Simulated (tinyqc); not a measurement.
From results back to parameters: free and nearly free electrons in a metal. Five cases, with inputs chosen for the exercise.

Problem. A free-electron metal with 4 atoms in the cubic cell and z electrons an atom has EF = c kF^2/m, (hbar omega_p)^2 = 8 pi c (e^2/(4 pi eps0)) n/m and kF = (3 pi^2 n)^(1/3), c = hbar^2/2m0.

Constants: hbar^2/2m0 = 3.80998211 eV angstrom^2; e^2/(4 pi eps0) = 14.39964547 eV angstrom.

Case 1.

Values chosen (out of a larger set: near those of Cu, whose d bands this model ignores; not measured data): a = 3.636 angstrom (fcc lattice constant).

EF = 6.31834 eV
hbar omega_p = 10.21304 eV

Case 2.

Values chosen (out of a larger set: near those of Cu, whose d bands this model ignores; not measured data): a = 3.593 angstrom (fcc lattice constant).

EF = 7.11753 eV
hbar omega_p = 10.90439 eV

Case 3.

Values chosen (out of a larger set: near those of Ca; not measured data): a = 5.559 angstrom (fcc lattice constant).

EF = 4.71994 eV
hbar omega_p = 8.01322 eV

Case 4.

Values chosen (out of a larger set: near those of Al; not measured data): a = 4.044 angstrom (fcc lattice constant).

EF = 12.56664 eV
hbar omega_p = 16.40173 eV

Case 5.

Values chosen (out of a larger set: near those of Au, whose d bands this model ignores; not measured data): a = 4.111 angstrom (fcc lattice constant).

EF = 5.43687 eV
hbar omega_p = 8.90976 eV

Find: kF; m; z.

Solution. (hbar omega_p)^2/EF = (8/(3 pi)) (e^2/(4 pi eps0)) kF gives kF; EF then gives m, and n = kF^3/(3 pi^2) gives z.

Case 1.

kF = 1.3506 1/angstrom
m = 1.10 m0
z = 1.00

Case 2.

kF = 1.3668 1/angstrom
m = 1.00 m0
z = 1.00

Case 3.

kF = 1.1130 1/angstrom
m = 1.00 m0
z = 2.00

Case 4.

kF = 1.7514 1/angstrom
m = 0.93 m0
z = 3.00

Case 5.

kF = 1.1946 1/angstrom
m = 1.00 m0
z = 1.00

Computed by tinyqc, one run a case: `OMP_NUM_THREADS=1 python tinyqc.py N N+1 out.jsonl` with N = 1651755, 1651761, 1651830, 1651910, 1651932; one thread of a shared Intel(R) Xeon(R) Processor @ 2.30GHz, about 0.01 s a run at most.
